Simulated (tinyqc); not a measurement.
Four, six or eight bands for the holes: eight-band Kane k.p model.

Eight-band Kane model, basis S, X, Y, Z times spin, zero of energy at the top of the unstrained valence band, c = hbar^2/2m0. Within each spin: H_SS = Eg + A c k^2, H_SX = i P kx (likewise Y, Z), H_XX = -Dso/3 + L kx^2 + M (ky^2 + kz^2), H_XY = N kx ky, and cyclic. Spin-orbit term (Dso/3) L.sigma on X, Y, Z with (L_k)_ij = -i epsilon_kij: <X+|H|Y+> = -i Dso/3, <X+|H|Z-> = Dso/3, <Y+|H|Z-> = -i Dso/3, <Z+|H|X-> = -Dso/3, <Z+|H|Y-> = i Dso/3, <X-|H|Y-> = i Dso/3, and their conjugates; + and - are the spin along z. Terms from inversion asymmetry are left out, so every level is twofold.

P = sqrt(Ep c); A = 1/me - Ep (Eg + 2 Dso/3)/(Eg (Eg + Dso)) keeps the electron mass; g1' = g1 - Ep/(3 Eg), g2' = g2 - Ep/(6 Eg), g3' = g3 - Ep/(6 Eg) remove the coupling to S that the Luttinger values already hold; L = -c (g1' + 4 g2'), M = -c (g1' - 2 g2'), N = -6 c g3'.

Constants: hbar^2/2m0 = 3.80998211 eV angstrom^2.

Values chosen for the exercise (near those of InAs; not measured data): Eg = 0.416 eV (gap at Gamma to the s-like level); Dso = 0.383 eV (spin-orbit splitting); Ep = 22.1 eV (Kane energy); me = 0.0267 m0 (electron mass at Gamma); g1 = 20.01 (Luttinger gamma1); g2 = 8.44 (gamma2); g3 = 9.19 (gamma3); kmax = 0.05 1/angstrom (end of the path).

Unstrained, along [110]. Six bands: the X, Y, Z block alone with the full g1, g2, g3 in L, M, N. Four bands: the same with Dso sent to infinity. HH, LH and SO name the pairs from the top.

Valence levels (eV):

| \|k\| (1/angstrom) | HH 4 | HH 6 | HH 8 | LH 4 | LH 6 | LH 8 | SO 6 | SO 8 |
|---|---|---|---|---|---|---|---|---|
| 0.0083 | -0.0005 | -0.0005 | -0.0005 | -0.0101 | -0.0099 | -0.0098 | -0.3884 | -0.3861 |
| 0.0167 | -0.0021 | -0.0021 | -0.0021 | -0.0402 | -0.0383 | -0.0361 | -0.4062 | -0.3957 |
| 0.0250 | -0.0047 | -0.0047 | -0.0047 | -0.0906 | -0.0801 | -0.0725 | -0.4411 | -0.4128 |
| 0.0333 | -0.0084 | -0.0083 | -0.0084 | -0.1610 | -0.1270 | -0.1126 | -0.5018 | -0.4392 |
| 0.0417 | -0.0132 | -0.0130 | -0.0130 | -0.2515 | -0.1697 | -0.1512 | -0.5974 | -0.4766 |
| 0.0500 | -0.0190 | -0.0185 | -0.0186 | -0.3622 | -0.2038 | -0.1857 | -0.7325 | -0.5259 |

At |k| = 0.0500 the heavy holes of the three models span 0.4 meV and the light holes 176.5 meV. The split-off band moves the light hole by +158.4 meV and treating the conduction band exactly moves it by +18.1 meV more; the split-off band matters more here, where the four-band light-hole energy is 0.95 times Dso and 0.87 times Eg.

Computed by tinyqc, a small Python program: `OMP_NUM_THREADS=1 python tinyqc.py 1081419 1081420 out.jsonl` (the numbers bound the seed that draws the inputs); one thread of a shared host (Intel(R) Xeon(R) Processor @ 2.30GHz), about 0.01 s for the whole set of steps.
